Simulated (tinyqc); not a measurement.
Worked calculation: UHF in the 3-21g basis, for H2, spin multiplicity 3. Computed by tinyqc, a small Python program that keeps every step (integrals from PySCF). Settings: charge = 0, multiplicity = 3, basis = 3-21g, energy threshold = 1e-10, iteration cap = 51, orthogonalisation = symmetric, start = random, DIIS depth = 8, damping = 0.3, method = UHF. Command: `OMP_NUM_THREADS=1 python tinyqc.py 24643 24644 out.jsonl` (the two numbers bound the seeds that draw the settings). One thread of a shared host (Intel(R) Xeon(R) Processor @ 2.60GHz), about 0.09 s of CPU time with the checks. Later iterations appear only in the table of the cycle.

## One-electron integrals

Geometry (angstrom):
```
atom         x         y         z
H     0.000000  0.000000  0.000000
H     0.000000  0.000000  1.246000
```

Basis 3-21g: exponents (1/bohr^2) and contraction coefficients of normalised primitives:
```
element  l (shell)  exponent  coefficient
H            s (1)  5.447178     0.156285
H            s (1)  0.824547     0.904691
H            s (2)  0.183192     1.000000
```

Overlap, kinetic and nuclear-attraction integrals over the contracted functions; the nuclear repulsion is the sum of Za Zb / Rab.

nuclear repulsion = 0.42470081 hartree

overlap S, order 1H 1s, 1H 2s, 2H 1s, 2H 2s:
```
[[1.000000, 0.645899, 0.086204, 0.279335],
 [0.645899, 1.000000, 0.279335, 0.601806],
 [0.086204, 0.279335, 1.000000, 0.645899],
 [0.279335, 0.601806, 0.645899, 1.000000]]
```

kinetic energy T (hartree), order 1H 1s, 1H 2s, 2H 1s, 2H 2s:
```
[[1.549405, 0.293152, -0.064415, 0.055808],
 [0.293152, 0.274788, 0.055808, 0.109384],
 [-0.064415, 0.055808, 1.549405, 0.293152],
 [0.055808, 0.109384, 0.293152, 0.274788]]
```

nuclear attraction V (hartree), order 1H 1s, 1H 2s, 2H 1s, 2H 2s:
```
[[-2.145612, -1.056761, -0.145223, -0.460666],
 [-1.056761, -1.089084, -0.460666, -0.701787],
 [-0.145223, -0.460666, -2.145612, -1.056761],
 [-0.460666, -0.701787, -1.056761, -1.089084]]
```

core Hamiltonian H = T + V (hartree), order 1H 1s, 1H 2s, 2H 1s, 2H 2s:
```
[[-0.596207, -0.763609, -0.209638, -0.404858],
 [-0.763609, -0.814296, -0.404858, -0.592403],
 [-0.209638, -0.404858, -0.596207, -0.763609],
 [-0.404858, -0.592403, -0.763609, -0.814296]]
```

## Two-electron integrals

Functions are numbered as in S; the eight-fold symmetry (ij|kl) = (ji|kl) = (kl|ij) leaves the list below.

Two-electron integrals (ij|kl) in chemists' order, unique and non-zero (hartree):
```
(11|11) 1.140145   (21|11) 0.611403   (21|21) 0.345152   (22|11) 0.626370
(22|21) 0.380329   (22|22) 0.482957   (31|11) 0.065154   (31|21) 0.038866
(31|22) 0.046744   (31|31) 0.007588   (32|11) 0.140191   (32|21) 0.088436
(32|22) 0.121806   (32|31) 0.019291   (32|32) 0.064029   (33|11) 0.423974
(33|21) 0.272425   (33|22) 0.397134   (33|31) 0.065154   (33|32) 0.253627
(33|33) 1.140145   (41|11) 0.253627   (41|21) 0.144531   (41|22) 0.161805
(41|31) 0.019291   (41|32) 0.044842   (41|33) 0.140191   (41|41) 0.064029
(42|11) 0.329430   (42|21) 0.203026   (42|22) 0.267813   (42|31) 0.032038
(42|32) 0.093772   (42|33) 0.329430   (42|41) 0.093772   (42|42) 0.174913
(43|11) 0.272425   (43|21) 0.174257   (43|22) 0.251650   (43|31) 0.038866
(43|32) 0.144531   (43|33) 0.611403   (43|41) 0.088436   (43|42) 0.203026
(43|43) 0.345152   (44|11) 0.397134   (44|21) 0.251650   (44|22) 0.359258
(44|31) 0.046744   (44|32) 0.161805   (44|33) 0.626370   (44|41) 0.121806
(44|42) 0.267813   (44|43) 0.380329   (44|44) 0.482957
```

## Orthogonalisation

S = U s U^T; symmetric (Loewdin) form X = U s^(-1/2) U^T, so that X^T S X = 1.

eigenvalues of S: [0.207854, 0.383527, 1.104136, 2.304483]

X, order 1H 1s, 1H 2s, 2H 1s, 2H 2s:
```
[[1.240209, -0.484155, 0.024829, 0.023696],
 [-0.484155, 1.469076, 0.023696, -0.460636],
 [0.024829, 0.023696, 1.240209, -0.484155],
 [0.023696, -0.460636, -0.484155, 1.469076]]
```

## Starting guess

The start is random orthonormal orbitals; D(s) = C_occ C_occ^T for each spin.

D(alpha) at the start, order 1H 1s, 1H 2s, 2H 1s, 2H 2s:
```
[[0.314857, 0.362816, 0.291367, -0.348653],
 [0.362816, 0.654978, -0.074598, -0.565123],
 [0.291367, -0.074598, 0.980408, -0.039671],
 [-0.348653, -0.565123, -0.039671, 0.498731]]
```

D(beta) at the start, order 1H 1s, 1H 2s, 2H 1s, 2H 2s:
```
[[0.000000, 0.000000, 0.000000, 0.000000],
 [0.000000, 0.000000, 0.000000, 0.000000],
 [0.000000, 0.000000, 0.000000, 0.000000],
 [0.000000, 0.000000, 0.000000, 0.000000]]
```

## Iteration 1: building the Fock matrix

J_ij = sum D_kl (ij|kl) with D = D(alpha) + D(beta), K_ij = sum D_kl (ik|jl) for each spin; F = H + J - K(s); E = tr D H + tr D J / 2 - 0.5 sum_s tr D(s) K(s) + E_nn.

Coulomb J (hartree), order 1H 1s, 1H 2s, 2H 1s, 2H 2s:
```
[[1.272868, 0.750035, 0.115321, 0.335805],
 [0.750035, 0.931628, 0.370414, 0.608488],
 [0.115321, 0.370414, 1.503007, 0.848717],
 [0.335805, 0.608488, 0.848717, 0.983209]]
```

exchange K(alpha) (hartree), order 1H 1s, 1H 2s, 2H 1s, 2H 2s:
```
[[0.758502, 0.527391, 0.122738, 0.191899],
 [0.527391, 0.432644, 0.255637, 0.229842],
 [0.122738, 0.255637, 1.109431, 0.609461],
 [0.191899, 0.229842, 0.609461, 0.385461]]
```

exchange K(beta) (hartree), order 1H 1s, 1H 2s, 2H 1s, 2H 2s:
```
[[0.000000, 0.000000, 0.000000, 0.000000],
 [0.000000, 0.000000, 0.000000, 0.000000],
 [0.000000, 0.000000, 0.000000, 0.000000],
 [0.000000, 0.000000, 0.000000, 0.000000]]
```

F(alpha) (hartree), order 1H 1s, 1H 2s, 2H 1s, 2H 2s:
```
[[-0.081841, -0.540965, -0.217055, -0.260952],
 [-0.540965, -0.315312, -0.290081, -0.213757],
 [-0.217055, -0.290081, -0.202632, -0.524353],
 [-0.260952, -0.213757, -0.524353, -0.216549]]
```

F(beta) (hartree), order 1H 1s, 1H 2s, 2H 1s, 2H 2s:
```
[[0.676661, -0.013574, -0.094317, -0.069053],
 [-0.013574, 0.117331, -0.034444, 0.016085],
 [-0.094317, -0.034444, 0.906800, 0.085108],
 [-0.069053, 0.016085, 0.085108, 0.168912]]
```

total energy of this density = -0.50762042 hartree

This density is the starting one.

## Iteration 1: diagonalisation and new density

Diagonalise F' = X^T F X, C = X C', fill 2 alpha and 0 beta electrons from the bottom; D(s) = C_occ C_occ^T; the new density keeps 0.3 of the old one (damping). Each column has its largest component positive (the first on a tie).

F' = X^T F X (alpha) (hartree):
```
[[0.432167, -0.745127, -0.074829, -0.031383],
 [-0.745127, 0.192926, -0.074486, -0.071234],
 [-0.074829, -0.074486, 0.247165, -0.689652],
 [-0.031383, -0.071234, -0.689652, 0.322640]]
```

orbital energies (alpha) (hartree): [-0.553065, -0.295131, 0.970747, 1.072346]

coefficients C (alpha), order 1H 1s, 1H 2s, 2H 1s, 2H 2s:
```
[[0.347381, 0.266191, -0.275529, -1.227295],
 [0.419037, 0.749441, -0.035478, 1.366318],
 [0.408486, -0.395128, -1.175538, 0.262344],
 [0.164490, -0.728643, 1.287285, -0.624706]]
```

F' = X^T F X (beta) (hartree):
```
[[1.075934, -0.478016, -0.032547, -0.037499],
 [-0.478016, 0.412833, -0.022877, -0.102718],
 [-0.032547, -0.022877, 1.326076, -0.469498],
 [-0.037499, -0.102718, -0.469498, 0.441831]]
```

orbital energies (beta) (hartree): [0.080997, 0.320578, 1.323703, 1.531395]

coefficients C (beta), order 1H 1s, 1H 2s, 2H 1s, 2H 2s:
```
[[0.133191, -0.065813, 1.317143, -0.129481],
 [0.635470, -0.957930, -1.083134, 0.332722],
 [0.046046, 0.026020, 0.155900, 1.321590],
 [0.357789, 1.164837, 0.127659, -1.050800]]
```

D(alpha) after iteration 1, order 1H 1s, 1H 2s, 2H 1s, 2H 2s:
```
[[0.228529, 0.350386, 0.113115, -0.200368],
 [0.350386, 0.712570, -0.109848, -0.503540],
 [0.113115, -0.109848, 0.520214, 0.236668],
 [-0.200368, -0.503540, 0.236668, 0.540203]]
```

D(beta) after iteration 1, order 1H 1s, 1H 2s, 2H 1s, 2H 2s:
```
[[0.000000, 0.000000, 0.000000, 0.000000],
 [0.000000, 0.000000, 0.000000, 0.000000],
 [0.000000, 0.000000, 0.000000, 0.000000],
 [0.000000, 0.000000, 0.000000, 0.000000]]
```

## Iteration 2: building the Fock matrix

As before.

Coulomb J (hartree), order 1H 1s, 1H 2s, 2H 1s, 2H 2s:
```
[[1.249923, 0.739733, 0.110460, 0.329549],
 [0.739733, 0.922857, 0.346457, 0.593459],
 [0.110460, 0.346457, 1.362746, 0.787716],
 [0.329549, 0.593459, 0.787716, 0.946375]]
```

exchange K(alpha) (hartree), order 1H 1s, 1H 2s, 2H 1s, 2H 2s:
```
[[0.741633, 0.556762, 0.112686, 0.230712],
 [0.556762, 0.503904, 0.263901, 0.306552],
 [0.112686, 0.263901, 0.927738, 0.609008],
 [0.230712, 0.306552, 0.609008, 0.482337]]
```

exchange K(beta) (hartree), order 1H 1s, 1H 2s, 2H 1s, 2H 2s:
```
[[0.000000, 0.000000, 0.000000, 0.000000],
 [0.000000, 0.000000, 0.000000, 0.000000],
 [0.000000, 0.000000, 0.000000, 0.000000],
 [0.000000, 0.000000, 0.000000, 0.000000]]
```

F(alpha) (hartree), order 1H 1s, 1H 2s, 2H 1s, 2H 2s:
```
[[-0.087917, -0.580637, -0.211864, -0.306022],
 [-0.580637, -0.395343, -0.322301, -0.305495],
 [-0.211864, -0.322301, -0.161199, -0.584901],
 [-0.306022, -0.305495, -0.584901, -0.350258]]
```

F(beta) (hartree), order 1H 1s, 1H 2s, 2H 1s, 2H 2s:
```
[[0.653715, -0.023875, -0.099178, -0.075309],
 [-0.023875, 0.108560, -0.058401, 0.001057],
 [-0.099178, -0.058401, 0.766539, 0.024107],
 [-0.075309, 0.001057, 0.024107, 0.132078]]
```

total energy of this density = -0.75939300 hartree

This density is a damped mixture and is not idempotent.

## Iteration 2: DIIS over 2 matrices

error matrix X^T (FDS - SDF) X (alpha):
```
[[0.000000, 0.073096, -0.034098, 0.104416],
 [-0.073096, 0.000000, -0.114918, 0.057105],
 [0.034098, 0.114918, 0.000000, 0.242266],
 [-0.104416, -0.057105, -0.242266, 0.000000]]
```

B (overlaps of the stored error matrices):
```
[[7.2719413e-01, 3.6566522e-01],
 [3.6566522e-01, 1.8513709e-01]]
```

Minimise |sum c_i e_i|^2 with sum c_i = 1: solve [B -1; -1 0][c; lambda] = [0; -1] with B_ij = tr e_i^T e_j summed over both spins, and take F = sum c_i F_i.

DIIS coefficients: [-0.997389, 1.997389]

extrapolated F(alpha) (hartree), order 1H 1s, 1H 2s, 2H 1s, 2H 2s:
```
[[-0.093978, -0.620206, -0.206687, -0.350974],
 [-0.620206, -0.475166, -0.354438, -0.396994],
 [-0.206687, -0.354438, -0.119875, -0.645290],
 [-0.350974, -0.396994, -0.645290, -0.483619]]
```

extrapolated F(beta) (hartree), order 1H 1s, 1H 2s, 2H 1s, 2H 2s:
```
[[0.630829, -0.034150, -0.104027, -0.081549],
 [-0.034150, 0.099812, -0.082295, -0.013932],
 [-0.104027, -0.082295, 0.626645, -0.036735],
 [-0.081549, -0.013932, -0.036735, 0.095341]]
```

## Iteration 2: diagonalisation and new density

As before.

F' = X^T F X (alpha) (hartree):
```
[[0.472046, -0.779024, -0.005728, -0.086834],
 [-0.779024, 0.106952, -0.079793, -0.155167],
 [-0.005728, -0.079793, 0.460120, -0.807289],
 [-0.086834, -0.155167, -0.807289, 0.118278]]
```

orbital energies (alpha) (hartree): [-0.703380, -0.347001, 1.082721, 1.125056]

coefficients C (alpha), order 1H 1s, 1H 2s, 2H 1s, 2H 2s:
```
[[0.265499, 0.293287, -1.128510, 0.586224],
 [0.348576, 0.814575, 1.319853, -0.279797],
 [0.291027, -0.288828, 0.551719, 1.140697],
 [0.397837, -0.776910, -0.886423, -1.028459]]
```

F' = X^T F X (beta) (hartree):
```
[[1.026193, -0.480207, -0.029807, -0.038944],
 [-0.480207, 0.412386, -0.039580, -0.103908],
 [-0.029807, -0.039580, 1.021759, -0.479450],
 [-0.038944, -0.103908, -0.479450, 0.406045]]
```

orbital energies (beta) (hartree): [0.026743, 0.266589, 1.272433, 1.300618]

coefficients C (beta), order 1H 1s, 1H 2s, 2H 1s, 2H 2s:
```
[[0.135101, 0.108648, 0.846397, -1.013537],
 [0.462944, 1.019957, -0.525436, 1.036641],
 [0.136952, -0.104017, 1.028774, 0.828101],
 [0.485782, -1.010614, -0.716586, -0.913519]]
```

D(alpha) after iteration 2, order 1H 1s, 1H 2s, 2H 1s, 2H 2s:
```
[[0.178114, 0.337132, 0.028725, -0.145673],
 [0.337132, 0.763297, -0.126633, -0.496985],
 [0.028725, -0.126633, 0.273747, 0.309123],
 [-0.145673, -0.496985, 0.309123, 0.695365]]
```

D(beta) after iteration 2, order 1H 1s, 1H 2s, 2H 1s, 2H 2s:
```
[[0.000000, 0.000000, 0.000000, 0.000000],
 [0.000000, 0.000000, 0.000000, 0.000000],
 [0.000000, 0.000000, 0.000000, 0.000000],
 [0.000000, 0.000000, 0.000000, 0.000000]]
```

## Iteration 21 (converged): orbitals

converged F(alpha) (hartree), order 1H 1s, 1H 2s, 2H 1s, 2H 2s:
```
[[-0.090937, -0.604974, -0.198906, -0.331437],
 [-0.604974, -0.456305, -0.331437, -0.372792],
 [-0.198906, -0.331437, -0.090937, -0.604974],
 [-0.331437, -0.372792, -0.604974, -0.456305]]
```

converged F(beta) (hartree), order 1H 1s, 1H 2s, 2H 1s, 2H 2s:
```
[[0.611800, -0.045192, -0.105919, -0.086788],
 [-0.045192, 0.088257, -0.086788, -0.020884],
 [-0.105919, -0.086788, 0.611800, -0.045192],
 [-0.086788, -0.020884, -0.045192, 0.088257]]
```

Diagonalise F' = X^T F X, C = X C', fill 2 alpha and 0 beta electrons from the bottom; D(s) = C_occ C_occ^T. Each column has its largest component positive (the first on a tie).

F' = X^T F X (alpha) (hartree):
```
[[0.463454, -0.768098, -0.012165, -0.071215],
 [-0.768098, 0.109015, -0.071215, -0.143981],
 [-0.012165, -0.071215, 0.463454, -0.768098],
 [-0.071215, -0.143981, -0.768098, 0.109015]]
```

orbital energies (alpha) (hartree): [-0.665657, -0.341409, 1.070023, 1.081979]

coefficients C (alpha), order 1H 1s, 1H 2s, 2H 1s, 2H 2s:
```
[[0.277071, 0.284491, 0.886902, 0.910716],
 [0.374470, 0.805123, -1.158718, -0.688664],
 [0.277071, -0.284491, -0.886902, 0.910716],
 [0.374470, -0.805123, 1.158718, -0.688664]]
```

F' = X^T F X (beta) (hartree):
```
[[1.007295, -0.481992, -0.029683, -0.040318],
 [-0.481992, 0.404172, -0.040318, -0.105830],
 [-0.029683, -0.040318, 1.007295, -0.481992],
 [-0.040318, -0.105830, -0.481992, 0.404172]]
```

orbital energies (beta) (hartree): [0.014952, 0.259192, 1.261002, 1.287788]

coefficients C (beta), order 1H 1s, 1H 2s, 2H 1s, 2H 2s:
```
[[0.140408, 0.112103, 0.941519, 0.924642],
 [0.471489, 1.009222, -0.626247, -0.986063],
 [0.140408, -0.112103, 0.941519, -0.924642],
 [0.471489, -1.009222, -0.626247, 0.986063]]
```

D(alpha) after iteration 21, order 1H 1s, 1H 2s, 2H 1s, 2H 2s:
```
[[0.157704, 0.332805, -0.004167, -0.125295],
 [0.332805, 0.788451, -0.125295, -0.507994],
 [-0.004167, -0.125295, 0.157704, 0.332805],
 [-0.125295, -0.507994, 0.332805, 0.788451]]
```

D(beta) after iteration 21, order 1H 1s, 1H 2s, 2H 1s, 2H 2s:
```
[[0.000000, 0.000000, 0.000000, 0.000000],
 [0.000000, 0.000000, 0.000000, 0.000000],
 [0.000000, 0.000000, 0.000000, 0.000000],
 [0.000000, 0.000000, 0.000000, 0.000000]]
```

## Convergence

Stop when the energy changes by less than 1e-10 hartree and every element of the error matrix X^T (F D S - S D F) X (for each spin) is below 3e-06.

Course of the cycle:
```
iteration  E (hartree)     change  largest element of the error matrix
1          -0.50762042          -                             4.50e-01
2          -0.75939300  -2.52e-01                             2.42e-01
3          -0.86512053  -1.06e-01                             7.97e-02
4          -0.90277181  -3.77e-02                             2.43e-02
5          -0.91469160  -1.19e-02                             7.29e-03
6          -0.91832528  -3.63e-03                             2.19e-03
7          -0.91942057  -1.10e-03                             6.56e-04
8          -0.91974962  -3.29e-04                             1.97e-04
9          -0.91984838  -9.88e-05                             5.90e-05
10         -0.91987801  -2.96e-05                             1.77e-05
11         -0.91988690  -8.89e-06                             5.31e-06
12         -0.91988957  -2.67e-06                             1.59e-06
13         -0.91989037  -8.00e-07                             4.78e-07
14         -0.91989061  -2.40e-07                             1.43e-07
15         -0.91989068  -7.20e-08                             4.30e-08
16         -0.91989070  -2.16e-08                             1.29e-08
17         -0.91989071  -6.48e-09                             3.87e-09
18         -0.91989071  -1.94e-09                             1.16e-09
19         -0.91989071  -5.83e-10                             3.49e-10
20         -0.91989071  -1.75e-10                             1.05e-10
21         -0.91989071  -5.25e-11                             3.14e-11
```

PySCF UHF in the same basis, after a stability check = -0.91989071 hartree

Converged in 21 iterations.

## Populations, bond orders and dipole

Mulliken: Z minus the diagonal of D S on the atom; Loewdin: the same with S^(1/2) D S^(1/2); Mayer order: 2 sum_s sum (D(s) S)_ij (D(s) S)_ji over the two atoms.

Charges (e):
```
atom  Mulliken  Loewdin  Mulliken spin
1H           0        0       1.000000
2H           0        0       1.000000
```

Mayer bond orders:
```
pair      order
2-1   -0.093321
```

dipole moment about the origin, x y z (debye): [0.000000, 0.000000, 0.000000]

<S^2> of the determinant (pure state: 2) = 2.000000
